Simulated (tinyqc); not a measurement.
Adding salt: a particle near a wafer in liquid: double-layer and van der Waals forces (DLVO), deposition barrier and removal. Computed by tinyqc, a small Python program. Command: `OMP_NUM_THREADS=1 python tinyqc.py 3111653 3111654 out.jsonl dlvo walk`. One thread of a shared host (Intel(R) Xeon(R) Processor @ 2.30GHz), about 0.01 s of CPU time with the checks.

Sphere and flat wall, Derjaguin approximation, constant potentials in the linear-superposition form, no retardation and no hydration force.

Inputs (values chosen for the exercise, of the order of those for silica on copper in water):
```
quantity                             value   unit
particle radius R                       20     nm
Hamaker constant A                 3.4e-20      J
potential of the particle psi_1        -26     mV
potential of the wafer psi_2           -35     mV
salt concentration c                   0.2  mol/L
valence z of the symmetric salt          2      -
temperature T                          323      K
dielectric constant of the liquid     69.9      -
```

Constants: e = 1.602176634e-19 C; N_A = 6.02214076e+23 1/mol; eps_0 = 8.8541878128e-12 F/m; k_B = 1.380649e-23 J/K; k_B = 8.617333262e-05 eV/K.

Method:
- kappa^2 = 2 z^2 e^2 N_A (1000 c)/(eps eps_0 k_B T); gamma_i = tanh(z e psi_i/(4 k_B T)); Z = 64 pi eps eps_0 (k_B T/(z e))^2 gamma_1 gamma_2.
- The barrier height is zero when U = 0 and F = 0 together: kappa h = 1 and kappa = 6 Z/(e A), e = 2.718282 here; c follows from kappa^2, with the potentials held fixed.
- U(h) = Z R exp(-kappa h) - A R/(6 h); F(h) = -dU/dh = kappa Z R exp(-kappa h) - A R/(6 h^2), positive for repulsion.
- F = 0 reads x^2 exp(-x) = y with x = kappa h and y = A kappa/(6 Z); the left side peaks at x = 2 with 4/e^2 = 0.5413, so roots exist for smaller y: x < 2 is the barrier, x > 2 the secondary minimum.
- kappa scales as sqrt(c); potentials are held fixed. A dash marks rows without a maximum.

critical concentration = 0.00322174 mol/L

kappa = 2.99357 1/nm

Z = 5.85251 pN

Against the concentration:
```
c (mol/L)  Debye length (nm)  barrier at (nm)  barrier (k_B T)  minimum at (nm)  minimum (k_B T)
3.22e-07              263.27           16.473           23.113       2.7018e+03      -8.4898e-03
3.22e-06               83.25            9.506           20.742       7.3302e+02      -3.0733e-02
3.22e-05               26.33            5.617           16.680       1.9141e+02      -1.1451e-01
1.61e-04               11.77            4.002           12.333       7.2077e+01      -2.9500e-01
6.44e-04                5.89            3.109            7.304       2.9668e+01      -6.8664e-01
1.61e-03                3.72            2.745            3.299       1.5758e+01      -1.2317e+00
2.90e-03                2.77            2.635            0.508       1.0077e+01      -1.8277e+00
4.83e-03                2.15            2.709           -1.938       6.4148e+00      -2.6342e+00
9.67e-03                1.52                -                -                -                -
```

What follows from these numbers?

At low salt the barrier tends to Z R = 26.2 k_B T; it is half of that between 3.2e-5 and 1.6e-4 mol/L and changes sign at 0.0032 mol/L, while the secondary minimum deepens to -1.8 k_B T at 0.9 of that.

Extremes, crossings and ranges named in words are read from the listed rows.
